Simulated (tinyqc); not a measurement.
Bandgap voltage reference from two bipolar transistors: one step of the calculation.

Two transistors of area 1 and N carry the same current I. Is(T) = Is (T/T0)^eta exp[(Vg0 q/kB)(1/T0 - 1/T)], VBE1 = Vt ln(I/Is(T)) + I rb, VBE2 = Vt ln(I/(N Is(T))) + I rb/N. The amplifier forces I R1(T) = VBE1 - VBE2 + Vos, with R(T) = R (1 + tc (T - T0)) for both resistors, and the output is Vref = VBE1 + I R2(T). Base currents and the Early effect are neglected.

Question. Operating point at the reference temperature. Vt = kB T/q; I = (Vt ln N + Vos)/(R1(T) - rb (1 - 1/N)). Evaluate at T = T0.

Parameters, values chosen for the exercise; values of the order met in silicon bipolar transistors:
- T0 = 298 K (reference temperature)
- Vg0 = 1.149 V (band-gap voltage extrapolated to 0 K)
- eta = 3.5 (temperature exponent of the saturation current)
- Is = 2.3e-17 A (saturation current of the unit transistor at T0)
- N = 4 (area ratio of the second transistor)
- R1 = 20 kohm (resistor across which the difference of VBE falls, at T0)
- tc = 0 ppm/K (temperature coefficient of both resistors)
- Vos = 0 mV (offset of the amplifier)
- rb = 0 ohm (series resistance of the unit transistor)
- R2 = 303.9 kohm (output resistor at T0)

Constants: q = 1.602176634e-19 C, kB = 1.380649e-23 J/K. Results are converted to the units shown.

Give: Vt; I; Is(T); VBE1; I R2; Vref.

Answer.

Vt = 0.025680 V
I = 1.7800 uA
Is(T) = 2.3000e-17 A
VBE1 = 0.64384 V
I R2 = 0.54094 V
Vref = 1.1848 V

tinyqc, about 0.02 s, one thread, Intel Xeon 2.30GHz (shared host): `OMP_NUM_THREADS=1 python tinyqc.py 2062027 2062028 out.jsonl`
